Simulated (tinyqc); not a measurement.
Heisenberg magnet: exchange from energy differences, ordering vector, linear spin waves and ordering temperature: one step, computed by the program tinyqc.

H = -sum over pairs <ij> J_ij S_i.S_j - K sum_i (S_i^z)^2, each pair once, J > 0 ferromagnetic. First neighbours: 6 at a (1, 0, 0), second: 12 at a (1, 1, 0), with all permutations and signs.

Question. Long waves and the gap. g_s(q) = sum over shell s of cos(q.R), z1 = g1(0). A(q) = S [-J1 g1(0) + J2 (g2(0) - g2(q))] + (2S - 1) K, B(q) = S J1 g1(q), E(q) = sqrt(A^2 - B^2). The factor 2S - 1 removes the anisotropy for S = 1/2. sum R_x^2 over the shells is s1 = 2 a^2 and s2 = 8 a^2. Without K, E = c q with c = S sqrt(z1 |J1| (|J1| s1 + J2 s2)); the gap is E(0) = sqrt(k (k + 2 S z1 |J1|)), k = (2S - 1) K.

Inputs (values chosen for the exercise, for a model magnet):
```
quantity                 value      unit
exchange J1              -2.71       meV
exchange J2                0.3       meV
spin S                       1         -
single-ion anisotropy K   0.16       meV
lattice constant a        5.61  angstrom
```

Lattice: simple cubic. Order: Neel (nearest neighbours antiparallel).

Give: spin-wave velocity c; gap.

Answer.

spin-wave velocity c = 63.26 meV angstrom

gap = 2.287 meV

Exchange enhances the gap to 14.3 times (2S - 1) K, the geometric mean of anisotropy and exchange.
